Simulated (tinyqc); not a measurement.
Empty-lattice bands from Gamma to A: Brillouin zone and empty-lattice bands of the hcp structure.

Primitive vectors a1 = a (1,0,0), a2 = a (-1/2, sqrt3/2, 0), a3 = (0,0,c); atoms at 0 and a1/3 + 2 a2/3 + a3/2. Reciprocal vectors obey a_i.b_j = 2 pi delta_ij; k is given in units of 2 pi/a. Empty-lattice levels are c0 (2 pi/a)^2 |k + G|^2, c0 = hbar^2/2m0. Points: M = (1/2, 1/(2 sqrt3), 0), K = (2/3, 0, 0), A = (0, 0, a/2c), L = M + A, H = K + A.

Constants: hbar^2/2m0 = 3.80998211 eV angstrom^2.

Inputs chosen for the exercise (out of a larger set: lattice near that of Ru; not measured data): a = 2.723 angstrom (lattice constant); ca = 1.589 (c/a).

k = f x A; the eight lowest levels, degenerate ones repeated.

Levels (eV):

| f | 1 | 2 | 3 | 4 | 5 | 6 | 7 | 8 |
|---|---|---|---|---|---|---|---|---|
| 0.000 | 0.00 | 8.03 | 8.03 | 27.05 | 27.05 | 27.05 | 27.05 | 27.05 |
| 0.167 | 0.06 | 6.75 | 9.43 | 27.10 | 27.10 | 27.10 | 27.10 | 27.10 |
| 0.333 | 0.22 | 5.58 | 10.94 | 27.00 | 27.27 | 27.27 | 27.27 | 27.27 |
| 0.500 | 0.50 | 4.52 | 12.55 | 24.60 | 27.55 | 27.55 | 27.55 | 27.55 |
| 0.667 | 0.89 | 3.57 | 14.28 | 22.32 | 27.94 | 27.94 | 27.94 | 27.94 |
| 0.833 | 1.39 | 2.73 | 16.12 | 20.14 | 28.44 | 28.44 | 28.44 | 28.44 |
| 1.000 | 2.01 | 2.01 | 18.08 | 18.08 | 29.06 | 29.06 | 29.06 | 29.06 |

What can be read from this table?

Band 1 is the parabola f^2 x 2.01 eV. The next levels start from the first shell of G at 8.03 eV; a branch falls at first if its G has a component against k, and branches cross. The second level ends at 2.01 eV and meets band 1 at the zone surface.

Run: tinyqc, `OMP_NUM_THREADS=1 python tinyqc.py 1881051 1881052 out.jsonl`; Intel(R) Xeon(R) Processor @ 2.30GHz, one thread, shared host; about 0.02 s of CPU time with all checks.
